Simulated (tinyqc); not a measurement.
Defect equilibria of an oxide against oxygen pressure (mass action): one step, computed by the program tinyqc.

Defects: oxygen vacancies V (charge +2), electrons n, holes p, the ionic partner X = V_M'''' (charge -4), and the dopant. Activities are taken equal to concentrations.

Problem. Conductivities. sigma_n = e n mu_n, sigma_p = e p mu_p, sigma_ion = 2 e [V] mu_V with mu_V = 2 e D/(k_B T) and D = D_0 exp(-E_m/k_B T); only the oxygen vacancies carry ionic current, and the ionic transport number is sigma_ion over the total.

Inputs (values chosen for the exercise, for a model oxide):
```
quantity                          value        unit
temperature T                       900           K
electron mobility mu_n             0.49  cm^2/(V s)
hole mobility mu_p                0.013  cm^2/(V s)
vacancy diffusion prefactor D_0  0.0069      cm^2/s
vacancy migration energy E_m       0.83          eV
```

Ionic disorder: Schottky, oxide MO2. Dopant (singly charged, fully ionised): acceptor.

n = 2.598655e+15 cm^-3

[V] = 4.850130e+19 cm^-3

p = 8.595031e+10 cm^-3

Constants: k_B = 8.617333262e-05 eV/K; e = 1.602176634e-19 C.

Give: sigma_n; sigma_p; sigma_ion; total conductivity; ionic transport number.

Solution.

sigma_n = 2.040e-04 S/cm

sigma_p = 1.790e-10 S/cm

sigma_ion = 6.222e-05 S/cm

total conductivity = 2.662e-04 S/cm

ionic transport number = 0.2337

The conductor is mainly n-type electronic here.
